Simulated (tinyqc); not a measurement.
# Holstein polaron on two sites, step by step

A worked calculation. Computed by tinyqc, a small Python program that keeps every step. Command: `OMP_NUM_THREADS=1 python tinyqc.py 3008010 3008011 out.jsonl holstein walk`. One thread of a shared host (Intel(R) Xeon(R) Processor @ 2.30GHz), about 0.01 s of CPU time with the checks. Intermediate numbers are printed to about 7 digits and carried at full precision; extremes and crossings named in words are read from the listed rows.

One electron on sites 1 and 2: H = -t (c1+ c2 + c2+ c1) + hbar omega sum_i b_i+ b_i - g hbar omega sum_i n_i (b_i + b_i+). The symmetric phonon shifts the energy by -g^2 hbar omega/2 and drops out; with b = (b_1 - b_2)/sqrt(2) there remains H = -t sigma_x + hbar omega b+ b - (g hbar omega/sqrt(2)) sigma_z (b + b+). Parity splits it into blocks p = +1 and -1 over phonon numbers n. Zero-point energies are left out. Weights Z refer to mode b alone; the displaced symmetric mode multiplies the full zero-phonon weight by exp(-g^2/2).

Inputs (values chosen for the exercise, for a model dimer):
```
quantity,value,unit
hopping t,6.9,meV
phonon energy hbar omega,51,meV
coupling g,0.933,-
phonon levels kept N,5,-
temperature T,100,K
```

Constants: hbar = 6.582119569e-16 eV s; k_B = 8.617333262e-05 eV/K.

## Energy scales

Polaron binding energy E_p = g^2 hbar omega; ratio E_p/t (the adiabatic potential has two wells when it exceeds 1); adiabaticity hbar omega/t.

E_p = 44.39494 meV

E_p/t = 6.434049

hbar omega/t = 7.391304

## The even block in a small basis

Block p: H_nn = n hbar omega - p t (-1)^n - g^2 hbar omega/2, H_(n,n+1) = -(g hbar omega/sqrt(2)) sqrt(n + 1). Take p = +1 and n = 0..N-1.

H, even block (meV):
```
,1,2,3,4,5
1,-29.0975,-33.6463,0.0000,0.0000,0.0000
2,-33.6463,35.7025,-47.5830,0.0000,0.0000
3,0.0000,-47.5830,72.9025,-58.2770,0.0000
4,0.0000,0.0000,-58.2770,137.7025,-67.2925
5,0.0000,0.0000,0.0000,-67.2925,174.9025
```

## Levels in the small basis

Diagonalise H; the eigenvector has its largest component positive; Z is the weight of n = 0.

levels (meV): [-47.7196, 5.1828, 67.2788, 132.1132, 235.2574]

lowest eigenvector: [0.8497069, 0.4702848, 0.2236657, 0.0789585, 0.0238670]

Z in the small basis = 0.7220018

## Converged results

Use 60 levels in both blocks; Z = c_0^2 is the weight of n = 0 in the ground state c; the splitting is the lowest odd level less the lowest even one, which without coupling is the smaller of 2t and hbar omega; <sigma_x> = sum (-1)^n c_n^2 measures the kinetic energy.

ground-state energy = -47.73324 meV

weight Z of n = 0 in mode b = 0.7212249

mean phonon number in b = 0.3443620

splitting = 5.723033 meV

splitting/(2t) = 0.4147125

<sigma_x> = 0.5445048

The small basis misses the ground-state energy by 0.0137 meV.

## Approximations to the ground state

Second order: E = -t - E_p/2 - (E_p/2) hbar omega/(hbar omega + 2t). Lang-Firsov: E = -E_p - t exp(-g^2). Variable displacement: E(x) = -E_p/2 - t exp(-g^2 x^2) - (E_p/2)(2x - x^2), minimised over 0 <= x <= 1. Adiabatic, classical lattice: E = -E_p/2 - t for E_p < t, else -E_p - t^2/(2 E_p); it leaves out the change of zero-point energy.

Ground-state energy (meV):
```
method,E,E - exact
second order in g,-46.56770,1.165540
Lang-Firsov,-47.28429,0.448949
variable displacement,-47.59166,0.141583
"adiabatic, classical",-44.93115,2.802091
```

best displacement x = 0.87858

Closest here is variable displacement (+0.14 meV), furthest adiabatic, classical (+2.80 meV), at hbar omega/t = 7.39 and E_p/t = 6.43. Lang-Firsov and variable displacement are variational and lie above the exact value. The Lang-Firsov narrowing exp(-g^2) = 0.419 compares with the exact splitting ratio 0.415.

## Hopping rate at temperature T

Nonadiabatic high-temperature (Marcus-Holstein) rate with reorganisation energy Lambda = 2 E_p, where E_p = g^2 hbar omega is the polaron binding energy: k = (t^2/hbar) sqrt(pi/(Lambda k_B T)) exp(-Lambda/(4 k_B T)); the adiabatic barrier is Lambda/4 - t + t^2/Lambda for E_p > t.

diabatic barrier Lambda/4 = 22.19747 meV

rate k = 3.526436e+11 1/s

adiabatic barrier = 15.83368 meV

Caution: k_B T lies below hbar omega/2, so nuclear tunnelling, left out of this classical rate, makes the true rate larger.

Checks made by the program: 60 against 80 levels (relative difference below 1e-10); Hellmann-Feynman: dE/dt = -<sigma_x> (relative difference 2e-10).
